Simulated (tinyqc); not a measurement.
Convergence with the mesh: density of states of one tight-binding band on the simple cubic lattice.

E(k) = -2 t (c1 + c2 + c3) - 4 t2 (c1 c2 + c2 c3 + c3 c1) with ci = cos(2 pi ki); k in fractions of the reciprocal vectors, mesh k_i = j/N with j = 0 .. N-1. Densities are per cell and per spin, so the band holds one state.

Each cube of the mesh, corners numbered 0 to 7 as the binary number (i j l), is cut into six tetrahedra around the diagonal 0-7: 0137, 0157, 0237, 0267, 0457, 0467. For corner energies e1 <= e2 <= e3 <= e4 and eij = ei - ej, the share of the tetrahedron below E is n = (E - e1)^3/(e21 e31 e41) for e1 < E < e2; n = [e21^2 + 3 e21 x + 3 x^2 - (e31 + e42) x^3/(e32 e42)]/(e31 e41) with x = E - e2 for e2 < E < e3; n = 1 - (e4 - E)^3/(e41 e42 e43) for e3 < E < e4; its density of states is g = dn/dE.

Gaussian broadening: g(E) = mean over the mesh of exp(-(E - E_k)^2/(2 sigma^2))/(sigma sqrt(2 pi)), n(E) = mean of erfc((E_k - E)/(sigma sqrt 2))/2.

Inputs chosen for the exercise:
- t = 2.25 eV (nearest hopping)
- t2 = 0 eV (second hopping)
- E = -7.31 eV (energy at which the density is wanted)
- sigma = 0.45 eV (Gaussian width)

At the energy E; the plain count is the share of mesh points below E; the reference is the linear method with N = 36.

Results:
```
N   points  g linear  n linear  g Gaussian  n Gaussian  n plain count
4       64    0.0263    0.0542      0.0001      0.1094         0.1094
6      216    0.0279    0.0808      0.0265      0.0949         0.0880
8      512    0.0293    0.0886      0.0341      0.1026         0.1113
12    1728    0.0293    0.0947      0.0185      0.0993         0.0990
16    4096    0.0292    0.0968      0.0300      0.1006         0.1067
20    8000    0.0294    0.0978      0.0299      0.1000         0.0961
```

reference n and g: 0.0990  0.0295

What can be read from this table?

The linear n(E) stays within 0.002 of the reference from N = 20 on. The Gaussian g stays within 1 % of its last value from N = 16 on; it tends to the broadened curve, not the true one. At the last mesh it lies 0.000 1/eV from the reference g and the linear g 0.000. The plain count errs by -0.0029 at the last mesh.

Computed by tinyqc, a small Python program: `OMP_NUM_THREADS=1 python tinyqc.py 1680577 1680578 out.jsonl` (the numbers bound the seed that draws the inputs); one thread of a shared host (Intel(R) Xeon(R) Processor @ 2.30GHz), about 0.2 s for the whole set of steps.
